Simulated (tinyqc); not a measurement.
MOS capacitor with interface traps: C-V stretch-out, conductance peak and subthreshold swing: one step, computed by the program tinyqc.

Energies at the interface are counted from the valence band. psi > 0 means bending towards depletion, so the surface potential is -psi. Boltzmann statistics, full ionisation, no quantum confinement. Traps are neutral when filled up to E_n, with a sharp (zero-temperature) occupation.

Question. Charges at the given band bending. With u = psi/k_B T and r = (n_i/N)^2: F = sqrt(exp(-u) + u - 1 + r (exp(u) - u - 1)); Q_s = +sign(u) sqrt(2) eps_s eps_0 (k_B T/e) F/L_D; C_s = (eps_s eps_0/(sqrt(2) L_D)) |1 - exp(-u) + r (exp(u) - 1)|/F; at high frequency, below strong inversion, the terms in r are dropped. D(E) = D_0. E_F at the interface is E_s = E_F - psi; Q_it = -e int from E_n to E_s of D(E) dE; C_it = e D(E_s) (per volt); V_G = phi_ms - psi - (Q_s + Q_it + e N_f)/C_ox.

Inputs (values chosen for the exercise, modelled on InP, with an insulator like SiO2):
```
quantity,value,unit
gap E_g,1.34,eV
dielectric constant eps_s,12.6,-
doping N,6.7e+15,cm^-3
work-function difference phi_ms,0.7,V
fixed charge N_f,-2.3e+11,cm^-2
trap density D_0,6.1e+11,cm^-2 eV^-1
neutrality level E_n,0.558,eV
band bending towards depletion psi,0.25,V
temperature T,300,K
```

Substrate: n-type. Trap spectrum: flat.

k_B T = 0.02585200 eV

n_i = 1.467862e+07 cm^-3

Debye length L_D = 51.83393 nm

bulk E_F = 1.224791 eV

C_ox = 0.2125005 microF/cm^2

Constants: eps_0 = 8.8541878128e-12 F/m; e = 1.602176634e-19 C.

Give: E_s; Q_s; C_s; C_s at high frequency; D(E_s); Q_it; C_it; gate voltage V_G.

Answer.

E_s = 0.97479 eV

Q_s = 0.023171 microC/cm^2

C_s = 0.051682 microF/cm^2

C_s at high frequency = 0.051682 microF/cm^2

D(E_s) = 6.10e+11 cm^-2 eV^-1

Q_it = -0.040734 microC/cm^2

C_it = 0.097733 microF/cm^2

gate voltage V_G = 0.70606 V

The traps hold negative charge because E_s lies above E_n. Caution: traps deeper than about 24 k_B T and minority carriers reach equilibrium slowly or not at all, so the charges here are limits for very slow sweeps.
